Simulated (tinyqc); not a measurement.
Cahn-Hilliard equation on a periodic one-dimensional grid: one step, computed by the program tinyqc.

Free energy F = h sum_j [A (c_j^2 - 1)^2/4 + (kappa/2) ((c_(j+1) - c_j)/h)^2]; dc/dt = Lap(mu), mu = A (c^3 - c) - kappa Lap(c), Lap(y)_j = (y_(j+1) - 2 y_j + y_(j-1))/h^2, mobility 1; the grid has n = 12 points.

Task: Linear stability. f'' = A (3 c0^2 - 1). Mode m has lambda_m = (4/h^2) sin^2(pi m/n) and the rate w_m = -lambda_m (f'' + kappa lambda_m). In the continuum the fastest wavelength is 2 pi sqrt(2 kappa/|f''|) with the rate f''^2/(4 kappa). Explicit steps near c = +-1, where f'' = 2A, are stable for dt < 2/(16 kappa/h^4 + 8 A/h^2).

Inputs (values chosen for the exercise, in reduced units):

| quantity | value | unit |
|---|---|---|
| spacing h | 0.84 | - |
| well depth A | 0.66 | - |
| gradient coefficient kappa | 0.84 | - |
| mean composition c0 | 0.13 | - |

Give: f''; Modes of the grid; fastest wavelength; largest rate; explicit limit of dt.

Result:

f'' = -0.626538

Modes of the grid:

| m | lambda_m | w_m |
|---|---|---|
| 1 | 0.380 | 0.12 |
| 2 | 1.417 | -0.80 |
| 3 | 2.834 | -4.97 |
| 4 | 4.252 | -12.52 |
| 5 | 5.289 | -20.19 |
| 6 | 5.669 | -23.44 |

fastest wavelength = 10.29

largest rate = 0.1168

explicit limit of dt = 0.05801
